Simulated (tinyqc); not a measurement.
## Doping and flat-band voltage from the body effect

Problem. VT = Vfb + 2 phiF + gamma sqrt(2 phiF + Vsb), phiF = Vt ln(Na/ni), gamma = sqrt(2 q eps0 eps_r Na)/Cox, Cox = eps0 eox/tox. Find Na, gamma and Vfb from two thresholds.

Values chosen for this exercise; material values close to those of 4H silicon carbide: temperature T = 400 K; relative permittivity of the semiconductor eps_r = 9.81; relative permittivity of the gate insulator eox = 7.31; insulator thickness tox = 4.3 nm.

Constants: q = 1.602176634e-19 C, kB = 1.380649e-23 J/K, Vt = kB T/q, eps0 = 8.8541878128e-14 F/cm where lengths are in cm. Results are converted to the units shown.

VT at Vsb = 0 and 2.4 V (V): 1.3593673  1.3905459
ni = 0.16378459 cm^-3

Solution. The difference of the thresholds, gamma [sqrt(2 phiF + Vsb) - sqrt(2 phiF)], holds no Vfb and rises with Na, so it has one root; Vfb then follows from the first threshold.

Na = 2.10e16 cm^-3
gamma = 0.0508 V^0.5
Vfb = -1.44 V

Numbers from tinyqc (`OMP_NUM_THREADS=1 python tinyqc.py 2360080 2360081 out.jsonl`; about 0.04 s on one thread of a shared Intel Xeon 2.30GHz).
